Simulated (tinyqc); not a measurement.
Electron continuity equation in a given potential, Scharfetter-Gummel discretisation: one step of the calculation.

Steady state in one dimension: J = q mu n E + q D dn/dx with E = -dpsi/dx and D = mu Vt, dJ/dx = q (n/tau - G), fixed densities nL and nR at the ends. The potential is given, psi = 0 for x < L/2 and U (2 x/L - 1) beyond, and is not changed by the electrons.

Problem. Bernoulli factors. d_i = (psi_(i+1) - psi_i)/Vt; B(d) = d/(exp(d) - 1), B(0) = 1. The flux on interval i is J_i = (q D/h) [n_(i+1) B(d_i) - n_i B(-d_i)].

Values chosen for this exercise: temperature T = 300 K.

Constants: q = 1.602176634e-19 C, kB = 1.380649e-23 J/K, Vt = kB T/q. Results are converted to the units shown.

psi, node 0 to 8 (V): 0.00000000  0.00000000  0.00000000  0.00000000  0.00000000  0.24000000  0.48000000  0.72000000  0.96000000

Find: d_i; B(d_i); B(-d_i).

Solution.

```
interval	d_i	B(d_i)	B(-d_i)
0	0.000	1.000	1.000
1	0.000	1.000	1.000
2	0.000	1.000	1.000
3	0.000	1.000	1.000
4	9.284	8.628e-4	9.284
5	9.284	8.628e-4	9.284
6	9.284	8.628e-4	9.284
7	9.284	8.628e-4	9.284
```

The largest |d_i| is 9.28, above 2, where central differences lose the sign pattern that keeps densities positive.

Range of the model: The drift velocity mu E exceeds 1e7 cm/s somewhere, where real mobilities no longer stay constant.

Computed by the program tinyqc: `OMP_NUM_THREADS=1 python tinyqc.py 2220024 2220025 out.jsonl`, one thread of a shared Intel Xeon 2.30GHz, about 0.01 s for the whole run.
